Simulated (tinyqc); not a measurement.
Worked calculation: strain-driven crossing of the Gamma and L valleys in a germanium-like crystal. Values are carried at full precision from step to step, so a last printed digit may differ when a step is redone from the rounded ones.

Biaxial loads: e0 is the in-plane strain e_par and the normal is free. (001): e_perp = -2 (C12/C11) e_par; exx = eyy = e_par, ezz = e_perp, no shear. (111): e_perp = -(2 C11 + 4 C12 - 4 C44)/(C11 + 2 C12 + 4 C44) e_par; exx = eyy = ezz = (2 e_par + e_perp)/3 and exy = eyz = ezx = (e_perp - e_par)/3. (110): e_perp = -(C11 + 3 C12 - 2 C44)/(C11 + C12 + 2 C44) e_par; exx = eyy = (e_par + e_perp)/2, ezz = e_par, exy = (e_perp - e_par)/2, eyz = ezx = 0. Uniaxial loads: a stress along n, scaled so that n.e.n = e0, with exx = s11 sxx + s12 (syy + szz), exy = s44 sxy/2, s11 = (C11 + C12)/((C11 - C12)(C11 + 2 C12)), s12 = -C12/((C11 - C12)(C11 + 2 C12)), s44 = 1/C44.

Constants: kB = 8.617333262e-05 eV/K; hc = 1239.841984 eV nm.

Values chosen for the exercise (near those of Ge, gaps at low temperature; shifted at random, so the results belong to these values and not to a real crystal): C11 = 126.8 GPa; C12 = 47.7 GPa; C44 = 66 GPa; load = biaxial (001) (kind of strain); e0 = 0.0196 (size of the strain); Eg = 0.907 eV (gap at Gamma to the s-like level); EgL = 0.745 eV (gap to L); Dso = 0.292 eV (spin-orbit splitting); ac = -8.4 eV (conduction deformation potential); av = 1.22 eV (valence hydrostatic potential); b = -2.53 eV (tetragonal shear potential); d = -5.34 eV (trigonal shear potential); aL = -1.49 eV (hydrostatic potential of the L edge, Xd + Xu/3); XuL = 16.48 eV (uniaxial potential, L); mG = 0.0399 m0 (mass at Gamma); mL = 0.586 m0 (density-of-states mass of the four L valleys together); T = 200 K (temperature).

## The strain tensor for a biaxial (001) load

Form the tensor and its trace.

strain tensor in the cubic axes, rows x, y, z and columns alike:
```
[[0.019600, 0.000000, 0.000000],
 [0.000000, 0.019600, 0.000000],
 [0.000000, 0.000000, -0.014746]]
```

tr(e) = 0.024454

## Band edges

Edges from the unstrained valence top: Gamma at Eg + ac tr(e); an L valley with unit axis u at EgL + aL tr(e) + XuL (u.e.u - tr(e)/3), u along [111], [1-1-1], [-11-1], [-1-11]; valence edges are the levels of the 6 x 6 matrix of X, Y, Z times spin with -Dso/3 + l exx + m (eyy + ezz) on the diagonal (cyclic), n exy off it, l = av + 2 b, m = av - b, n = sqrt(3) d. Spin-orbit term (Dso/3) L.sigma on X, Y, Z with (L_k)_ij = -i epsilon_kij: <X+|H|Y+> = -i Dso/3, <X+|H|Z-> = Dso/3, <Y+|H|Z-> = -i Dso/3, <Z+|H|X-> = -Dso/3, <Z+|H|Y-> = i Dso/3, <X-|H|Y-> = i Dso/3, and their conjugates; + and - are the spin along z.

Give the edges and the direct and indirect gaps from the top valence edge.

Gamma edge = 0.7016 eV

L edges (eV): [111] 0.7086, [1-1-1] 0.7086, [-11-1] 0.7086, [-1-11] 0.7086

valence edges from the top (eV): [0.1531, -0.0571, -0.2985]

direct and indirect gap (eV): [0.5485, 0.5555]

The gap is direct: Gamma lies 7 meV below the lowest L valley. The top two valence edges are 210 meV apart.

## Electrons in the Gamma valley

Non-degenerate, parabolic: share = mG^(3/2)/(mG^(3/2) + (mL^(3/2)/4) sum_i exp(-(E_Li - E_Gamma)/kT)). Also the offset at which four equal L valleys hold half of the electrons, kT ln((mL/mG)^(3/2)), and the wavelength hc/E of the direct gap.

(mL/mG)^(3/2) = 56.28
share in Gamma = 2.59 %
offset for an even split = 69.5 meV
wavelength = 2260 nm

With the L valleys as they lie here, Gamma must be 69 meV below the lowest of them to hold half of the electrons at 200 K; it lies 7 meV below. A direct gap alone is not enough.

## Checks

- Gamma and lowest L edge at e0 = 0.01879, where the linear shifts make them meet (eV): both 0.7101.

(tinyqc, `OMP_NUM_THREADS=1 python tinyqc.py 1050396 1050397 out.jsonl`, Intel(R) Xeon(R) Processor @ 2.30GHz, 1 thread, shared host, about 0.01 s.)
